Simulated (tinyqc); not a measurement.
Cluster expansion of a binary alloy: correlations, fit, cross-validation and ground states: one step, computed by the program tinyqc.

s = +1 for A and -1 for B. Energy per site E = J0 + J1 P(point) + sum over clusters of m V P, with P the mean product of spins; V > 0 on a pair favours unlike neighbours. Clusters per site m: pair 1 6, pair 2 3, pair 3 12, triplet 8; the triplet is the triangle of first neighbours. Formation energies are counted from the line between pure A and pure B, which removes J0 and J1.

Task: Design matrix. Design matrix of formation energies: m (P - 1) for pairs and m (P(triplet) - P(point)) for the triplet; x = (1 - P(point))/2.

Lattice: fcc.

correlations P, counted on periodic cells:
```
,point,pair 1,pair 2,pair 3,triplet
A,1.000000,1.000000,1.000000,1.000000,1.000000
A3B L1_2,0.500000,0.000000,1.000000,0.000000,-0.500000
A3B D0_22,0.500000,0.000000,0.666667,0.333333,-0.500000
A3B (001) layers,0.500000,0.333333,0.666667,0.000000,0.500000
A2B (001) layers,0.333333,0.111111,0.555556,-0.333333,0.333333
AB L1_0,0.000000,-0.333333,1.000000,-0.333333,0.000000
AB L1_1,0.000000,0.000000,-1.000000,0.000000,0.000000
A2B2 (001) layers,0.000000,0.333333,0.333333,-0.333333,0.000000
AB2 (001) layers,-0.333333,0.111111,0.555556,-0.333333,-0.333333
AB3 L1_2,-0.500000,0.000000,1.000000,0.000000,0.500000
AB3 D0_22,-0.500000,0.000000,0.666667,0.333333,0.500000
AB3 (001) layers,-0.500000,0.333333,0.666667,0.000000,-0.500000
B,-1.000000,1.000000,1.000000,1.000000,-1.000000
```

Give: X.

Result:

X:
```
,pair 1,pair 2,pair 3,triplet
A,0.000,0.000,0.000,0.000
A3B L1_2,-6.000,0.000,-12.000,-8.000
A3B D0_22,-6.000,-1.000,-8.000,-8.000
A3B (001) layers,-4.000,-1.000,-12.000,0.000
A2B (001) layers,-5.333,-1.333,-16.000,0.000
AB L1_0,-8.000,0.000,-16.000,0.000
AB L1_1,-6.000,-6.000,-12.000,0.000
A2B2 (001) layers,-4.000,-2.000,-16.000,0.000
AB2 (001) layers,-5.333,-1.333,-16.000,0.000
AB3 L1_2,-6.000,0.000,-12.000,8.000
AB3 D0_22,-6.000,-1.000,-8.000,8.000
AB3 (001) layers,-4.000,-1.000,-12.000,0.000
B,0.000,0.000,0.000,0.000
```
